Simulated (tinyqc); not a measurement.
Admittance spectroscopy of a deep trap: admittance against temperature.

Schottky contact on an n-type layer with shallow donors Nd (all ionised) and a donor-like deep trap, neutral when filled and positive when empty; depletion approximation. Traps within lam of the depletion edge stay filled. The traps at xt = W - lam, where the level crosses the Fermi level, follow a slow signal and not a fast one. w = 2 pi f.

Emission rate en = sn vth(T) Nc(T) exp(-Et/kB T) = sn g T^2 exp(-Et/kB T), g = vth Nc/(300 K)^2, as vth goes as T^0.5 and Nc as T^1.5 (degeneracy factor 1). lam = sqrt(2 eps0 eps_r (EF - ET)/(q Nd)), EF - ET = Et - (kB T/q) ln(Nc(T)/Nd), Nc(T) = Nc (T/300 K)^1.5. In the steady state at the band bending V, 2 eps0 eps_r V/q = Nd W^2 + Nt (W - lam)^2 (the second term only if W > lam). V = Vbi + Vr. C_HF = eps0 eps_r/W, C_LF = eps0 eps_r (Nd + Nt)/(Nd W + Nt xt). Inflection frequency w0 = 2 en [1 + Nt xt/(Nd W)]; C = C_HF + (C_LF - C_HF)/(1 + (w/w0)^2), G/w = (C_LF - C_HF)(w/w0)/(1 + (w/w0)^2).

Values chosen for this exercise; material values close to those of silicon:
- eps_r = 11.7 (relative permittivity)
- Nc = 2.85e19 cm^-3 (conduction-band density of states at 300 K)
- vth = 2.4e7 cm/s (thermal velocity at 300 K)
- Nd = 5.7e15 cm^-3 (shallow donor density)
- Vbi = 0.66 V (built-in voltage)
- Et = 0.27 eV (depth of the trap below the conduction edge)
- sn = 1.2e-17 cm^2 (capture cross-section)
- Nt = 8.6e15 cm^-3 (trap density)
- Vr = 0 V (reverse bias)
- f = 54000 Hz (signal frequency)

Constants: q = 1.602176634e-19 C, kB = 1.380649e-23 J/K, eps0 = 8.8541878128e-14 F/cm where lengths are in cm. Results are converted to the units shown.

Result of one run:
```
T (K)  w0/(2 pi) (Hz)  C (nF/cm^2)  G/w (nF/cm^2)
274           4.458e4        37.46          5.292
```

What becomes of these results when the temperature T is changed from 274 to 333 K, all else the same?

Result of the changed run:
```
T (K)  w0/(2 pi) (Hz)  C (nF/cm^2)  G/w (nF/cm^2)
333           5.649e5        42.76         0.5952
```

The whole series:
```
T (K)  w0/(2 pi) (Hz)  C (nF/cm^2)  G/w (nF/cm^2)
239              6052        32.13          1.388
251           1.269e4        32.94          2.667
263           2.504e4        34.71          4.340
274           4.458e4        37.46          5.292
286           8.002e4        40.50          4.673
298           1.380e5        42.20          3.158
309           2.205e5        42.76          1.967
321           3.572e5        42.86          1.110
333           5.649e5        42.76         0.5952
344           8.477e5        42.61         0.3027
356           1.344e6        42.42        0.05583
```

G/w goes from 1.39 through a maximum of 5.29 (at T = 274 K among the rows listed) to 0.0558 nF/cm^2, where w0 passes the signal: w0/(2 pi) rises from 6050 to 1.34e6 Hz. C goes from 32.1 through a maximum of 42.9 (at T = 321 K among the rows listed) to 42.4 nF/cm^2.

tinyqc, about 0.01 s, one thread, Intel Xeon 2.30GHz (shared host): `OMP_NUM_THREADS=1 python tinyqc.py 2050109 2050110 out.jsonl`
